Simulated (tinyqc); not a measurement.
Effective mass of the split-off band from tabulated energies: one step. Least squares over all points. The numbers come from values chosen for the exercise (band of an eight-band Kane model near CdTe).

c = hbar^2/2m0. A uniform scatter of up to 0.1 meV has been added to mimic numerical noise.
Constants: hbar^2/2m0 = 3.80998211 eV angstrom^2.

Energies along [100], from the band edge downward:

| k (1/angstrom) | E (meV) |
|---|---|
| 0.0000000 | 0.000000 |
| 0.0110000 | 1.823100 |
| 0.0220000 | 7.173200 |
| 0.0330000 | 16.327500 |
| 0.0440000 | 29.322900 |
| 0.0550000 | 45.981400 |
| 0.0660000 | 66.683900 |
| 0.0770000 | 91.315800 |
| 0.0880000 | 120.208600 |

reference mass (curvature of the model at k = 0.0001 1/angstrom) = 0.2543876 m0

Problem. Fit E = a k^2 (a = sum k^2 E/sum k^4), then E = a k^2 + b k^4 from the normal equations; E in eV; m = c/a.

Give: sums of k^4, k^6, k^8; sums of k^2 E, k^4 E; a, one term; a and b, two terms; m, one and two terms.

Solution.

sums of k^4, k^6, k^8: 0.00012843  7.9182e-07  5.2914e-09

sums of k^2 E, k^4 E: 0.0019801  1.2236e-05

a, one term = 15.418 eV angstrom^2

a and b, two terms: 15.00  67.80

m, one and two terms (m0): 0.24712  0.25400

The parabola over all points errs by -2.9 % because the weights k^4 favour the outer points; the second term brings the error to -0.2 %.

Run: tinyqc, `OMP_NUM_THREADS=1 python tinyqc.py 1850790 1850791 out.jsonl`; Intel(R) Xeon(R) Processor @ 2.30GHz, one thread, shared host; about 0.01 s of CPU time with all checks.
